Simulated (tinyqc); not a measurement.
One-electron ion in a basis of Gaussians, step by step. Computed by tinyqc, a small Python program that keeps every step. Settings: Z = 5, l = 0. Command: `OMP_NUM_THREADS=1 python tinyqc.py 29072 29073 out.jsonl` (the two numbers bound the seeds that draw the settings). One thread of a shared host (Intel(R) Xeon(R) Processor @ 2.60GHz), about 0.01 s of CPU time with the checks.

## Matrices over normalised Gaussians

exponents of r^l exp(-a r^2) (1/bohr^2): [2.30900, 6.87400, 20.46000, 60.89000]

Z = 5

l = 0

With p = a_i + a_j and I(k) = Gamma((k+1)/2) / (2 p^((k+1)/2)): S = I(2l+2), T = (2l+3) a_i a_j S / p, V = -Z I(2l+1), each divided by sqrt(S_ii S_jj).

S:
```
[[1.00000, 0.80825, 0.46911, 0.22986],
 [0.80825, 1.00000, 0.80831, 0.46921],
 [0.46911, 0.80831, 1.00000, 0.80835],
 [0.22986, 0.46921, 0.80835, 1.00000]]
```

T (hartree):
```
[[3.46350, 4.19096, 2.92000, 1.53404],
 [4.19096, 10.31100, 12.47699, 8.69442],
 [2.92000, 12.47699, 30.69000, 37.13750],
 [1.53404, 8.69442, 37.13750, 91.33500]]
```

V (hartree):
```
[[-12.12417, -13.81849, -12.62913, -10.30949],
 [-13.81849, -20.91919, -23.84258, -21.79153],
 [-12.62913, -23.84258, -36.09050, -41.13402],
 [-10.30949, -21.79153, -41.13402, -62.26056]]
```

## Generalised eigenproblem

H = T + V (hartree):
```
[[-8.66067, -9.62753, -9.70912, -8.77545],
 [-9.62753, -10.60819, -11.36559, -13.09710],
 [-9.70912, -11.36559, -5.40050, -3.99652],
 [-8.77545, -13.09710, -3.99652, 29.07444]]
```

Solve H C = S C e through S^(-1/2); each column has its largest component positive (the first on a tie).

eigenvalues of S: [0.03520, 0.20930, 0.92664, 2.82887]

eigenvalues (hartree): [-12.38373, -0.37982, 26.84362, 124.15045]

coefficients:
```
[[0.31305, 1.66035, -1.14084, 0.55502],
 [0.52740, -1.41358, 2.73031, -1.76389],
 [0.18150, 0.05253, -2.06093, 2.92638],
 [0.11114, -0.12367, 0.06312, -2.10604]]
```

For Z = 5 and l = 0 the exact lowest level is -Z^2/(2 n^2) with n = l + 1: -12.500000 hartree.
